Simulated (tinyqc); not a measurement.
Cooling rate: nucleation and growth of vacancy voids in a cooling silicon-like crystal. Computed by tinyqc, a small Python program. Command: `OMP_NUM_THREADS=1 python tinyqc.py 3009749 3009750 out.jsonl voids walk`. One thread of a shared host (Intel(R) Xeon(R) Processor @ 2.30GHz), about 0.4 s of CPU time with the checks.

Spherical voids; vacancies are lost only to voids.

Inputs (values chosen for the exercise, close to those used for silicon):
```
quantity                                    value    unit
vacancy density at the melting point C_m  5.5e+14  1/cm^3
formation energy E_f                         4.11      eV
melting point T_m                            1685       K
diffusion prefactor D0                    0.00063  cm^2/s
migration energy E_m                         0.38      eV
site density rho                            5e+22  1/cm^3
void surface energy gamma                    0.86   J/m^2
cooling rate q                                4.2   K/min
ratio (V/G)/xi_c                             1.93       -
limit of the excess at high V/G           1.3e+14  1/cm^3
temperature step                             0.25       K
```

Vacancy supply: from V/G.

Constants: k_B = 8.617333262e-05 eV/K; k_B = 1.380649e-23 J/K.

Method:
- C = C_x (u - 1)/(u + 0.2) with u = (V/G)/xi_c, a form chosen for the exercise.
- C_e = C_m exp[-(E_f/k_B)(1/T - 1/T_m)]; D = D0 exp(-E_m/(k_B T)); f = k_B T ln(C/C_e); r* = 2 gamma/(rho f); W* = 16 pi gamma^3/(3 rho^2 f^2); Z = f/sqrt(12 pi W* k_B T); I = rho Z (4 pi r* D C) exp(-W*/(k_B T)).
- March down from 1500 K in steps dT, dt = dT/q, with values at the upper end of each step: a class of I dt voids is born with r*; then all classes grow by r^2 += 2 D (C - C_e) dt/rho; C falls by the vacancies added to voids. Stop at 1150 K. T_n is the T of the largest I, N the final count (classes under 1e-6 /cm^3 are dropped), and the mean radius the number average.

initial excess C = 5.67606e+13 1/cm^3

At fixed C:
```
q (K/min)  T_n (K)  N (1/cm^3)  mean radius (nm)
0.42       1402.50  2.0200e+05            109.63
1.10       1398.50  8.3391e+05             68.30
2.10       1395.75  2.1603e+06             49.71
4.20       1392.50  5.9905e+06             35.36
8.40       1389.00  1.6602e+07             25.16
17.00      1385.50  4.6778e+07             17.80
42.00      1380.50  1.7632e+08             11.43
```

What follows from these numbers?

Over the rows N goes as q^1.47 and the radius as q^-0.49, near the 3/2 and -1/2 of the scaling argument (depletion time 1/(4 pi N r D) equal to the time in the nucleation range, at fixed N r^3). T_n drops only 22 K for a factor 100 in q. Fast cooling gives many small voids, which an anneal can dissolve.

Extremes, crossings and ranges named in words are read from the listed rows.
